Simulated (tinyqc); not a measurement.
Cell and bit-line capacitance from two signals.

Question. In a DRAM a freshly written one gives the bit-line signal (Vd/2) Cs/(Cs + Cb). Find Cs and Cb.

Parameters, values chosen for the exercise:
```
symbol  value  unit        meaning
Vd        1.1     V  array voltage
```

signal of a fresh one without and with 30 fF added to the bit line (mV): [73.622047, 59.554140]

Solution. (Vd/2)/signal = 1 + Cb/Cs, and the added capacitance raises it by its ratio to Cs.

Cs = 17.00 fF
Cb = 110.0 fF

tinyqc, about 0.01 s, one thread, Intel Xeon 2.30GHz (shared host): `OMP_NUM_THREADS=1 python tinyqc.py 2130116 2130117 out.jsonl`
